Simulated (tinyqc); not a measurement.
One-diode model of a solar cell: effect of the saturation current of the diode.

J is the current delivered and Vj = V + J Rs the junction voltage. J = X JL - J01 (exp(Vj/(n1 Vt)) - 1) - Vj/Rp. The photocurrent does not depend on voltage.

Jsc at V = 0, Voc at J = 0, the maximum power point where J (1 + 2 Rs G) = G Vj with G = -dJ/dVj; FF = Vmp Jmp/(Voc Jsc); efficiency Vmp Jmp/(X Pin). Empirical fill factor without parasitics FF0 = (v - ln(v + 0.72))/(v + 1), v = Voc/(n1 Vt).

Inputs (values chosen for the exercise); values of the order met in cells of silicon: temperature T = 300 K; photocurrent at one sun JL = 36.1 mA/cm^2; concentration X = 0.3 suns; ideality factor of the diode n1 = 1.64; series resistance Rs = 0.099 ohm cm^2; shunt resistance Rp = 5000 ohm cm^2; incident power at one sun Pin = 100 mW/cm^2.

Constants: q = 1.602176634e-19 C, kB = 1.380649e-23 J/K, Vt = kB T/q. Results are converted to the units shown.

Effect of the saturation current of the diode:
```
J01 (A/cm^2)	Jsc (mA/cm^2)	Voc (V)	Vmp (V)	Jmp (mA/cm^2)	FF	efficiency (%)	FF0
2e-10	10.83	0.7544	0.6355	10.04	0.7810	21.27	0.7915
2e-9	10.83	0.6568	0.5442	9.953	0.7614	18.05	0.7705
2e-8	10.83	0.5593	0.4538	9.827	0.7363	14.87	0.7440
2e-7	10.83	0.4617	0.3648	9.642	0.7033	11.72	0.7097
2e-6	10.83	0.3642	0.2776	9.352	0.6581	8.652	0.6631
2e-5	10.83	0.2667	0.1932	8.865	0.5930	5.709	0.5957
```

As J01 goes from 2e-10 to 2e-5, Voc falls from 0.754 to 0.267 V, FF falls from 0.781 to 0.593 and the efficiency falls from 21.3 to 5.71 %. Voc changes by -97.5 mV a decade between the last two rows and -97.5 mV between the first two. For J01 = 2e-6, 2e-5 v is below 10, outside the range of the formula for FF0.

tinyqc, about 0.01 s, one thread, Intel Xeon 2.30GHz (shared host): `OMP_NUM_THREADS=1 python tinyqc.py 2280014 2280015 out.jsonl`
